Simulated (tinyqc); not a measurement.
Inside a calculation: delta-doped layer in the Thomas-Fermi potential. Values are carried at full precision from step to step, so a last printed digit may differ when a step is redone from the rounded ones.

All donors ionised in the plane z = 0, zero temperature, energies from the Fermi level EF of the Thomas-Fermi model, which lies at the bulk band edge; c = hbar^2/2m0, q = e^2/(4 pi eps0). Layer in a (001) plane: two valleys with m_z = ml, m_d = mt (unprimed) and four with m_z = mt, m_d = sqrt(ml mt) (primed); m3 = (ml mt^2)^(1/3), gv = 6. With n = (gv/3 pi^2)(m3 (-V)/c)^(3/2) and V'' = -(4 pi q/eps) n for z > 0, the solution is V = -b/(|z| + z0)^4 with sqrt(b) = 20/K, K = (4 pi q/eps)(gv/3 pi^2)(m3/c)^(3/2), and z0^5 = 4b/(e F0), e F0 = 2 pi q N/eps; 1e13/cm^2 = 1e-3/angstrom^2. Exchange and correlation are left out.

Constants: hbar^2/2m0 = 3.80998211 eV angstrom^2; e^2/(4 pi eps0) = 14.39964547 eV angstrom.

Parameters, chosen for this exercise (near those of a delta-doped layer in Si; the results hold for these values, not for the real material): ml = 0.908 m0 (longitudinal mass); mt = 0.189 m0 (transverse mass); eps = 12 (dielectric constant); N = 1.9 x 1e13/cm^2 (donor sheet density).

## The Thomas-Fermi well

Give K, b, e F0, z0 and the depth b/z0^4.

K = 0.074000 eV^(-1/2) angstrom^-2
b = 73046 eV angstrom^4
e F0 = 0.014325 eV/angstrom
z0 = 28.97 angstrom
depth = 0.1037 eV

Half of the electrons lie within |z| < (2^(1/5) - 1) z0 = 4.3 angstrom. The mean donor spacing in the plane is 22.9 angstrom, against a Bohr radius 0.529177 eps/m3 = 19.9 angstrom: the spacing is not small against it, so the smeared sheet is a crude model.

## Profile

V = -b/(|z| + z0)^4, n and the share of electrons beyond |z|, (z0/(|z| + z0))^5, at z = 0, 0.1, 0.25, 0.5, 1 and 2 times z0; n = (eps/(4 pi q)) 20 b/(|z| + z0)^6, q = e^2/(4 pi eps0), 1/angstrom^3 = 1e24/cm^3.

Profile:
```
z (angstrom),V (eV),n (1e19/cm^3),share beyond
0.0,-0.1037,16.4,1.000
2.9,-0.0709,9.26,0.621
7.2,-0.0425,4.30,0.328
14.5,-0.0205,1.44,0.132
29.0,-0.0065,0.256,0.031
57.9,-0.0013,0.0225,0.004
```

## Subbands

Subbands solve -(c/m_z) psi'' + V psi = E psi on 1280 points of spacing z0/80; up to ten levels for each group, kept if bound with an rms width below 2.5 z0.

List the bound levels with their rms width.

Subbands:
```
label,valleys g,m_d (m0),E (eV),rms z (angstrom)
0,2,0.1890,-0.0397,9.7
0',4,0.4143,-0.0206,24.7
1,2,0.1890,-0.0021,48.5
```

The lowest level lies 62 % of the way up the well, and 0' follows 19 meV higher.

## Filling the subbands

At zero temperature n_i = g m_d (mu - E_i)/(2 pi c) for E_i < mu, c = hbar^2/2m0; find mu from sum n_i = N (1e13/cm^2 = 1e-3/angstrom^2).

mu = -0.0018 eV

n_i in the order of the list (1e13/cm^2): 0.598  1.298  0.005

3 subbands filled in part, the lowest with 31 % of the electrons. The potential was built for a Fermi level at 0; filling its quantised levels puts mu 1.7 % of the depth below that, which shows how nearly the two pictures agree. The fullest is 0', with 68 %.

## Estimate from a V-shaped well

Near z = 0 the well is -depth + e F0 |z|, whose levels are a (c (e F0)^2/m_z)^(1/3) with a = 1.018793 (even) and 2.338107 (odd); c = hbar^2/2m0, m_z = ml, for the unprimed levels.

levels 0 and 1 (eV): -0.0068  0.1187

Level 0 comes out 33 meV too high, since screening flattens the true well away from the plane, and level 1 lands above the rim at 0.

## Checks

- Integral of the Thomas-Fermi density against N, 1e13/cm^2: both 1.900.
- Lowest level on a finer grid (z0/200), eV: both -0.040.

Program tinyqc; command `OMP_NUM_THREADS=1 python tinyqc.py 1251437 1251438 out.jsonl`; about 0.1 s on one thread of a shared Intel(R) Xeon(R) Processor @ 2.30GHz.
